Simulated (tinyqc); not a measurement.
Finite-difference solution of the diffusion equation on a small grid: one step, computed by the program tinyqc.

dC/dt = D d2C/dx2 on nodes x_j = j dx, j = 0..11; the far end is sealed.

Task: Time step 1. With r = D dt/dx^2: (1 - theta r M) C(new) = (1 + (1 - theta) r M) C(old); theta = 0 explicit, 1 implicit, 1/2 Crank-Nicolson.

Boundary at x = 0: sealed surface. Scheme: explicit.

operator M:
```
     0   1   2   3   4   5   6   7
0   -2   2   0   0   0   0   0   0
1    1  -2   1   0   0   0   0   0
2    0   1  -2   1   0   0   0   0
3    0   0   1  -2   1   0   0   0
4    0   0   0   1  -2   1   0   0
5    0   0   0   0   1  -2   1   0
6    0   0   0   0   0   1  -2   1
7    0   0   0   0   0   0   1  -2
8    0   0   0   0   0   0   0   1
9    0   0   0   0   0   0   0   0
10   0   0   0   0   0   0   0   0
11   0   0   0   0   0   0   0   0

     8   9  10  11
0    0   0   0   0
1    0   0   0   0
2    0   0   0   0
3    0   0   0   0
4    0   0   0   0
5    0   0   0   0
6    0   0   0   0
7    1   0   0   0
8   -2   1   0   0
9    1  -2   1   0
10   0   1  -2   1
11   0   0   2  -2
```

mesh ratio r = 0.384

C at the start (%): 7.310  75.500  100.000  64.400  21.500  0.688  0.000  0.000  0.000  0.000  0.000  0.000

Give: C after step 1.

Result:

C after step 1 (%): 59.680  58.723  76.922  61.597  29.982  8.416  0.264  0.000  0.000  0.000  0.000  0.000
